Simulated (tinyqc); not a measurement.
Armchair graphene nanoribbon in tight binding: sweeps and comparisons. A value that a table varies takes the place of the one given here.

An armchair ribbon of N dimer lines, width (N - 1) sqrt3 acc/2, period 3 acc, one pz orbital a site. In line n, A_n binds to B_n with -t exp(ik/3), times (1 + d) in the two edge lines, and to B_(n-1) and B_(n+1) with -t exp(-ik/6); k runs from -pi to pi. For d = 0 the modes across the ribbon are sin(n p pi/(N + 1)), p = 1 to N, with E = -/+ t sqrt(1 + 4 c^2 + 4 c cos(k/2)), c = cos(p pi/(N + 1)).

Constants: hbar^2/2m0 = 3.80998211 eV angstrom^2.

Parameters, chosen for this exercise (near those used for graphene; shifted at random, so the results belong to these values and not to a real crystal):
- t = 2.77 eV (hopping)
- acc = 1.42 angstrom (bond length)
- N0 = 14 (first width)
- d1 = 0.12 (edge correction)
- N = 7 (dimer lines)
- d = 0.12 (relative strengthening of the edge bonds)
- k = 1.21 (k times the period 3 acc)

## Three families of gaps

Nine widths from N0 on, gaps at k = 0 with d = 0 and d = d1.

Gaps:

| N | family | width (angstrom) | gap, d = 0 (eV) | gap, d1 (eV) | gap x (N + 1) sqrt3 acc/2 (eV angstrom) |
|---|---|---|---|---|---|
| 14 | 3p+2 | 15.99 | 0.0000 | 0.1266 | 2.34 |
| 15 | 3p | 17.22 | 0.6157 | 0.5069 | 9.97 |
| 16 | 3p+1 | 18.45 | 0.6012 | 0.7210 | 15.07 |
| 17 | 3p+2 | 19.68 | 0.0000 | 0.1053 | 2.33 |
| 18 | 3p | 20.91 | 0.5202 | 0.4274 | 9.99 |
| 19 | 3p+1 | 22.14 | 0.5098 | 0.6104 | 15.01 |
| 20 | 3p+2 | 23.37 | 0.0000 | 0.0901 | 2.33 |
| 21 | 3p | 24.60 | 0.4503 | 0.3695 | 10.00 |
| 22 | 3p+1 | 25.82 | 0.4425 | 0.5292 | 14.97 |

What does this show, and why?

Without edge correction the 3p+2 ribbons have no gap and the other two families nearly share one curve. With it the mean of the last column is 15.02 for 3p+1, 9.99 for 3p and 2.33 eV angstrom for 3p+2: the stronger edge bonds raise the gap of 3p+1, lower that of 3p and open one in 3p+2. Within a family the gap falls about as 1/width. One-electron gaps of this kind leave out the self-energy and exciton terms, which are large in narrow ribbons.

## Mass and gap go together

Nine widths from N0 on. Lowest conduction band for d = d1: m/m0 = c q^2/(E(q) - E(0)) with q = h/(3 acc), h = 0.001, c = hbar^2/2m0. Dirac rule: m = Eg/(2 v^2), that is m/m0 = c Eg/(hbar v)^2 with hbar v = 3 t acc/2.

Masses:

| N | gap (eV) | mass (m0) | Dirac rule (m0) |
|---|---|---|---|
| 14 | 0.1266 | 0.0136 | 0.0139 |
| 15 | 0.5069 | 0.0491 | 0.0555 |
| 16 | 0.7210 | 0.0868 | 0.0789 |
| 17 | 0.1053 | 0.0113 | 0.0115 |
| 18 | 0.4274 | 0.0421 | 0.0468 |
| 19 | 0.6104 | 0.0724 | 0.0668 |
| 20 | 0.0901 | 0.0097 | 0.0099 |
| 21 | 0.3695 | 0.0369 | 0.0404 |
| 22 | 0.5292 | 0.0621 | 0.0579 |

What can be read from the table?

The ratio of mass to the Dirac rule runs from 0.88 (N = 15) to 1.10 (N = 16). Its mean is 0.90 for N = 3p, 1.09 for 3p+1 and 0.98 for 3p+2: the lowest modes of 3p and 3p+1 lie on opposite sides of the Dirac point, where the velocity along the ribbon differs. The largest gap (N = 16) and the heaviest mass (N = 16) belong to one ribbon.

## What each parameter does

Gap at k = 0, lowest positive level at k, and highest level at k = 0. Each row changes one parameter from the base and keeps the others.

Results:

| case | gap (eV) | lowest level at k (eV) | top of the band (eV) |
|---|---|---|---|
| base | 1.5753 | 1.6732 | 7.9144 |
| t = 2.909 eV | 1.6543 | 1.7572 | 8.3116 |
| N = 8 | 0.2128 | 1.6813 | 7.9946 |
| d = 0.17 | 1.6850 | 1.7091 | 7.9265 |
| k = 0.968 | 1.5753 | 1.4252 | 7.9144 |

How do the results move?

The largest shifts from the base row, up to three for each result and ties (the steps differ in size, so this ranks the rows, not the parameters). gap (eV): N -1.3625, d +0.1097, t +0.0790; unchanged at the printed digits by k. lowest level at k (eV): k -0.2480, t +0.0840, d +0.0359. top of the band (eV): t +0.3972, N +0.0801, d +0.0121; unchanged at the printed digits by k.

Computed by tinyqc, a small Python program: `OMP_NUM_THREADS=1 python tinyqc.py 1482372 1482373 out.jsonl` (the numbers bound the seed that draws the inputs); one thread of a shared host (Intel(R) Xeon(R) Processor @ 2.30GHz), about 0.03 s for the whole set of steps.
